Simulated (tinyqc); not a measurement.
# Worked calculation: resistance of a source-drain extension with a graded tip

Computed by the program tinyqc: `OMP_NUM_THREADS=1 python tinyqc.py 2282043 2282044 out.jsonl`, one thread of a shared Intel Xeon 2.30GHz, about 0.05 s for the whole run. Printed values are rounded.

y runs along the channel, the gate covers y > 0. The doping is N0 for y < y0 and N0 10^(-(y - y0)/la) beyond, uniform over the depth xj. Sheet conductance s(y) = q mu(N) max(N - Nch, 0) xj + (for y > 0) ma Cox Vo, with mu(N) = u0 + (u1 - u0)/(1 + (N/Nr)^au) and Cox = eps0 eox/tox. Current is taken as one-dimensional; depletion of the tip, spreading and the contact are left out. The metallurgical junction lies at yj, where N = Nch.

Values chosen for this exercise; mobility law close to that of electrons in silicon: relative permittivity of the gate insulator (close to zirconium oxide) eox = 24.7; insulator thickness tox = 8.1 nm; active doping of the extension far from the gate N0 = 1.3e20 cm^-3; lateral abruptness la = 2.6 nm/decade; position under the gate where the fall begins (gate edge at 0) y0 = 1.6 nm; depth of the extension xj = 12 nm; channel doping Nch = 3.6e17 cm^-3; gate overdrive Vo = 0.87 V; mobility of the gate-induced layer ma = 140 cm^2/(V s); mobility at low doping u1 = 1414 cm^2/(V s); mobility at high doping u0 = 68.5 cm^2/(V s); reference doping Nr = 9.2e16 cm^-3; exponent au = 0.711; gate length Lg = 60 nm.

Constants: q = 1.602176634e-19 C, eps0 = 8.8541878128e-14 F/cm where lengths are in cm. Results are converted to the units shown.

## Sheet resistances and junction position

yj = y0 + la log10(N0/Nch); sheet resistance of the full extension 1/[q mu(N0)(N0 - Nch) xj] and of the gate-induced layer 1/(ma Cox Vo); metallurgical length Lg - 2 yj; ye is where the doped and the gate-induced conductances are equal.

yj = 8.24987 nm
sheet resistance of the extension = 526.502 ohm/square
sheet resistance of the induced layer = 3040.83 ohm/square
metallurgical length = 43.5003 nm
ye = 3.86699 nm
N at ye = 1.74592e19 cm^-3

The gate takes over 4.38 nm before the junction, where N is still 48.5 times the channel doping.

## Resistance of the overlapped part

Midpoint rule on 11 equal steps from 0 to yj: R_ov = sum h/s(y), per width.

y, point 0 to 10 (nm): [0.374994, 1.12498, 1.87497, 2.62496, 3.37495, 4.12493, 4.87492, 5.62491, 6.37490, 7.12488, 7.87487]
N, point 0 to 10 (cm^-3): [1.3e20, 1.3e20, 1.01903e20, 5.24480e19, 2.69943e19, 1.38936e19, 7.15086e18, 3.68046e18, 1.89428e18, 9.74962e17, 5.01800e17]
doped conductance, point 0 to 10 (uS): [1899.33, 1899.33, 1515.91, 832.311, 469.965, 274.355, 165.516, 101.865, 61.5917, 33.1241, 10.3184]
sheet resistance, point 0 to 10 (ohm/square): [448.796, 448.796, 542.073, 861.201, 1251.84, 1657.79, 2022.76, 2321.68, 2561.15, 2762.57, 2948.32]
R_ov = 13.370 ohm um

The exact integral is 13.370 ohm um; the coarse sum is within 0.01 % of it.
